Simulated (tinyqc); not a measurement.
Nanosheet or nanowire with hard walls, valleys of the Ge type, step by step. Values are carried at full precision from step to step, so a last printed digit may differ when a step is redone from the rounded ones.

Four ellipsoidal valleys along <111>: inverse mass tensor w = 1/mt + (1/ml - 1/mt) a a^T with a the unit axis. Device axes: x along the channel, z = [001], y = z x x. The Gamma and Delta valleys are left out; the heavy Delta valleys, about 0.18 eV up, lie lowest once the L levels pass about 0.2 eV.

Constants: hbar^2/2m0 = 3.80998211 eV angstrom^2; hbar = 6.58211957e-16 eV s; e^2/h = 3.874045865e-05 S; kB = 8.617333262e-05 eV/K.

Parameters, chosen for this exercise (near those of Ge; the results hold for these values, not for the real material):
```
symbol   value  unit      meaning
ml       1.606  m0        longitudinal mass
mt       0.081  m0        transverse mass
channel  100              transport direction x on a (001) wafer
W        70     angstrom  width, along y
H        72     angstrom  height, along z = [001]
dE       0.155  eV        EF above the lowest subband edge
T        300    K         temperature
g_all    4                number of valleys
```

## Valley masses for a [100] channel

Rotate w into the device axes and group equal valleys (|w_yz| counts); order by w_zz, then w_yy. 1/m_x = w_xx - w_xc w_c^-1 w_cx with c the block (y, z).

Valleys:
```
group  valleys g    w_yy    w_zz  |w_yz|  m_x (m0)
A              4  8.4380  8.4380  3.9077    0.5893
```

The lightest transport mass, 0.589 m0, belongs to group A.

## One-dimensional subbands

Hard walls around a W x H rectangle. The block w_c of w in (y, z) confines; the transport mass follows from 1/m_x = w_xx - w_xc w_c^-1 w_cx. The cross-section problem c (w_yy ky^2 + 2 w_yz ky kz + w_zz kz^2), c = hbar^2/2m0, is solved in products sin(n pi y/W) sin(l pi z/H), n, l = 1 to 12; if w_yz = 0 the levels are c pi^2 (w_yy n^2/W^2 + w_zz l^2/H^2). The w_yz term couples (n, l) to (n', l') by -2 c w_yz D_nn'(W) D_ll'(H) with D_nm(L) = 4 n m/(L (n^2 - m^2)) for n + m odd and 0 otherwise.

The ten lowest levels of all groups together, numbered within each group.

Subbands:
```
label  valleys g  m_x (m0)  E (eV)
A1             4    0.5893  0.1202
A2             4    0.5893  0.2577
A3             4    0.5893  0.3429
A4             4    0.5893  0.4135
A5             4    0.5893  0.5926
A6             4    0.5893  0.6095
A7             4    0.5893  0.6719
A8             4    0.5893  0.8245
A9             4    0.5893  0.8423
A10            4    0.5893  1.0234
```

The lowest subband is A1; the number of further ones in the list within kB T = 25.9 meV of it at 300 K is 0.

## Modes, density and velocity at zero temperature

With EF = E_lowest + dE, each subband below EF has k_F = sqrt(m_x (EF - E)/c), carries n = 2 g k_F/pi electrons per length (spin included), moves at v = 2 c k_F/(hbar m_x) and adds 2 g e^2/h to the ballistic conductance; c = hbar^2/2m0, 1 angstrom/s = 1e-8 cm/s.

Occupied subbands:
```
label  k_F (1/angstrom)  n (1/nm)  v (1e7 cm/s)
A1               0.1548     3.943          3.04
A2               0.0521     1.326          1.02
```

total n = 5.269 1/nm
ballistic conductance = 619.8 microsiemens

EF lies below the last listed level, so the count is complete for these valleys (other families, and non-parabolicity above about 0.2 eV, are left out): 2 subbands with 8 valley modes. The Fermi velocity, averaged with the densities as weights, is 2.53 x 1e7 cm/s; the mean over all filled states moving one way is half of it.

## Threshold shift from confinement

Without degeneracy the line density is N1 exp((EF - Ec)/kB T) with N1 = sum 2 g sqrt(m_x kB T/(4 pi c)) exp(-E/kB T), here over n, l up to 80 where w_yz = 0 and over all levels of a 12 x 12 sine basis otherwise; the classical value is W H Nc with Nc = 2 g_all (m_dos kB T/(4 pi c))^(3/2), m_dos = (ml mt^2)^(1/3); dVt = kB T ln(W H Nc/N1).

Form N1, W H Nc and dVt.

N1 = 0.01371 1/nm
W H Nc = 0.5193 1/nm
dVt = 94.0 mV

## Checks

- Lowest level of group A on a 40 x 40 difference grid against the sine basis, eV: both 0.120.

(tinyqc, `OMP_NUM_THREADS=1 python tinyqc.py 1280172 1280173 out.jsonl`, Intel(R) Xeon(R) Processor @ 2.30GHz, 1 thread, shared host, about 0.2 s.)
